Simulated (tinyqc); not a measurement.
Which coupling does what: hole subbands of a hard-walled well, four-band Luttinger model.

Hole energies are counted downwards from the unstrained band edge, c = hbar^2/2m0. After the usual block transformation one block is H = [[P + Q - Zs, R - i S], [R + i S, P - Q + Zs]] in (heavy, light), with P +/- Q = c [(g1 +/- g2) k^2 + (g1 -/+ 2 g2) kz^2], R = sqrt(3) c gR k^2, S = 2 sqrt(3) c g3 k kz, kz = -i d/dz; axial approximation gR = (g2 + g3)/2. Zs = b (e_par - e_perp) is the shear part of the strain (the hydrostatic part shifts all levels alike and is left out). Basis sqrt(2/L) sin(n pi z/L), n = 1 to N, for each component: kz^2 gives (n pi/L)^2 and the heavy-light block is R delta_nm - 2 sqrt(3) c g3 k D_nm with D_nm = 4 n m/(L (n^2 - m^2)) for n + m odd, 0 otherwise. The other block has the same levels. The split-off band is left out.

Constants: hbar^2/2m0 = 3.80998211 eV angstrom^2.

Inputs chosen for the exercise (near those of AlAs; not measured data): g1 = 3.76 (Luttinger gamma1); g2 = 0.82 (gamma2); g3 = 1.42 (gamma3); L = 85 angstrom (well width along [001]); Zs = 0 eV (shear strain energy); k = 0.032 1/angstrom (wave vector in the plane).

N = 20, at the given k. Diagonal: R = S = 0. Along [100] and [110] gR is g2 and g3 instead of their mean.

Cases:

| model |
|---|
| diagonal |
| R alone |
| S alone |
| axial |
| [100] |
| [110] |

Rank the cases by E1, lowest first.

Answer: [110], axial, [100], S alone, R alone, diagonal.

Hole energies (meV):

| model | E1 | E2 | E3 | E4 |
|---|---|---|---|---|
| diagonal | 28.90 | 39.57 | 62.00 | 117.17 |
| R alone | 24.98 | 43.50 | 61.09 | 116.78 |
| S alone | 24.72 | 27.40 | 67.15 | 84.63 |
| axial | 20.05 | 31.09 | 67.27 | 84.78 |
| [100] | 21.63 | 29.97 | 67.21 | 84.72 |
| [110] | 18.41 | 32.11 | 67.38 | 84.86 |

The couplings move E1 by -8.85 meV: R alone by -3.92, S alone by -4.19, so S matters more at k L/pi = 0.87 (R grows as k^2 and joins equal n, S as k and joins n of opposite parity). Warping spreads E1 by 3.22 meV between [100] and [110], the hole being heavier along [110]; the axial value lies between them.

(tinyqc, `OMP_NUM_THREADS=1 python tinyqc.py 1251260 1251261 out.jsonl`, Intel(R) Xeon(R) Processor @ 2.30GHz, 1 thread, shared host, about 0.4 s.)
